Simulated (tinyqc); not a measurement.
Inside a calculation. Model: frequency dispersion of an accumulation capacitance by border traps, distributed model.

Numbers from tinyqc (`OMP_NUM_THREADS=1 python tinyqc.py 2202036 2202037 out.jsonl`; about 0.4 s on one thread of a shared Intel Xeon 2.30GHz). Printed values are rounded.

Traps spread evenly through the insulator exchange electrons with the semiconductor by tunnelling, with tau(x) = t0 exp(2 ka x) at depth x from the interface. The admittance per area Y seen at depth x obeys dY/dx = -Y^2/(i w eps0 eox) + q Nb ln(1 + i w tau)/tau, with Y(0) = i w Cs and w = 2 pi f; the gate sees Y(tox) = G + i w C. Working variable y = Y/(i w), in uF/cm^2. Cox = eps0 eox/tox.

Values chosen for this exercise; permittivity close to that of aluminium oxide:
```
symbol,value,unit,meaning
eox,8.87,,relative permittivity of the insulator
tox,5.5,nm,insulator thickness
Cs,1.4,uF/cm^2,semiconductor capacitance in accumulation
Nb,5.3e19,cm^-3 eV^-1,density of border traps
ka,3.1,1/nm,decay constant of the wave function in the insulator
t0,8e-9,s,time constant of a trap at the interface
f,1e6,Hz,frequency
xe,1.3,nm,depth down to which the steps are taken
```

Constants: q = 1.602176634e-19 C, eps0 = 8.8541878128e-14 F/cm where lengths are in cm. Results are converted to the units shown.

## Scales and lumped estimate

Cox; trap-free value 1/(1/Cox + 1/Cs); response depth d = ln(1/(w t0))/(2 ka), where w tau = 1; lumped estimate: all traps within d act as C_bt = q Nb d placed at d/2, so C = 1/{1/[1/(1/Cs + d/(2 eps0 eox)) + C_bt] + (tox - d/2)/(eps0 eox)}.

Cox = 1.427939 uF/cm^2
trap-free C = 0.7069157 uF/cm^2
d = 0.4823285 nm
C_bt = 0.4095710 uF/cm^2
lumped C = 0.8061767 uF/cm^2

The traps within reach amount to 0.293 Cs and lie in the first 8.77 % of the insulator.

## Midpoint steps through the active depth

In terms of y: dy/dx = -y^2/(eps0 eox) + s(x), s = q Nb ln(1 + z)/z, z = i w tau. 10 midpoint steps of h = xe/10: y_half = y + (h/2) y'(x, y), y(new) = y + h y'(x + h/2, y_half).

x, point 0 to 10 (nm): [0, 0.13, 0.26, 0.39, 0.52, 0.65, 0.78, 0.91, 1.04, 1.17, 1.3]
s, point 0 to 10 (uF/(cm^2 nm)): [0.8484395-0.0213146i, 0.8455956-0.0474823i, 0.8318377-0.1037226i, 0.7731296-0.2079544i, 0.6058144-0.3205914i, 0.3696034-0.3298365i, 0.1896553-0.2491647i, 0.0898723-0.1589773i, 0.0411821-0.0925163i, 0.0186019-0.0509480i, 0.0083499-0.0270567i]
y, point 0 to 10 (uF/cm^2): [1.400000+0.000000i, 1.475910-0.004074i, 1.547390-0.012885i, 1.611553-0.031333i, 1.658729-0.064120i, 1.675704-0.103894i, 1.664348-0.135439i, 1.636509-0.153605i, 1.601400-0.160937i, 1.563957-0.161384i, 1.526486-0.158018i]

## Capacitance and conductance at the gate

y at xe = 1.526486-0.158018i uF/cm^2

Beyond xe the traps are ignored, so 1/y(tox) = 1/y(xe) + (tox - xe)/(eps0 eox); C = Re y, G/w = -Im y, loss tangent G/(w C).

y at the gate = 0.8426434-0.0477942i uF/cm^2
C = 0.8426434 uF/cm^2
G/w = 0.04779419 uF/cm^2
loss tangent = 0.05671936

A fine integration over the whole insulator gives C = 0.84350 and G/w = 0.04942 uF/cm^2; the coarse G/w is 3.3 % below that. The fine C is 19 % above the trap-free value, and the lumped estimate is 4.4 % below the fine result.
